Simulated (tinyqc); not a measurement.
Pariser-Parr-Pople SCF with singles CI, for the molecule Nc1ccc[cH+]cc1 (SMILES; centres numbered as the heavy atoms are written), step by step. One step of it, computed by the program tinyqc.

Question. Singles CI, triplets. Over the 6 single excitations with the smallest orbital gaps: A = (e_a - e_i) delta - (ij|ab), with (pq|rs) = sum c_mp c_mq gamma_mn c_nr c_ns.

orbital energies (eV): -21.045790  -18.690331  -17.520843  -15.259563  -6.926134  -6.626525  -2.351725  -2.126541

coefficients:
```
         MO1        MO2        MO3        MO4        MO5        MO6        MO7        MO8
1N  0.366593  -0.439636   0.000000   0.681466   0.000000  -0.390221  -0.235926   0.000000
2C  0.579245  -0.356037   0.000000  -0.066839   0.000000   0.516424   0.516287   0.000000
3C  0.384811  -0.002247   0.450609  -0.382472   0.496535  -0.030344  -0.452449   0.224510
4C  0.270525   0.291817   0.504937  -0.101463  -0.270905  -0.460582   0.345295  -0.414305
5C  0.209235   0.504794   0.204914   0.330133  -0.424339   0.278318  -0.122291   0.527206
6C  0.209235   0.504794  -0.204914   0.330133   0.424339   0.278318  -0.122291  -0.527206
7C  0.270525   0.291817  -0.504937  -0.101463   0.270905  -0.460582   0.345295   0.414305
8C  0.384811  -0.002247  -0.450609  -0.382472  -0.496535  -0.030344  -0.452449  -0.224510
```

repulsion gamma_rs (eV), lower triangle:
```
           1N         2C         3C         4C         5C         6C         7C         8C
1N  16.800000
2C   8.281656  11.130000
3C   5.569139   7.554085  11.130000
4C   3.728592   5.078081   7.553271  11.130000
5C   3.104980   4.233299   5.079867   7.554938  11.130000
6C   3.104980   4.233299   4.234084   5.079247   7.553862  11.130000
7C   3.728592   5.078081   4.233612   4.233148   5.079247   7.554938  11.130000
8C   5.569139   7.554085   5.080158   4.233612   4.234084   5.079867   7.553271  11.130000
```

Give: triplet CI matrix; triplet excitation energies.

Answer.

triplet CI matrix (eV), lower triangle:
```
         4>5     4>6      3>5      3>6     2>5     2>6
4>5   2.7790
4>6   0.0000  2.2628
3>5   0.0000  0.1471   4.1693
3>6   0.1471  0.0000   0.0000   4.7889
2>5  -0.6543  0.0000   0.0000  -0.1261  5.7198
2>6   0.0000  0.3239  -0.1261   0.0000  0.0000  5.8725
```

triplet excitation energies (eV): 2.2211  2.6336  4.1748  4.7736  5.8806  5.9086
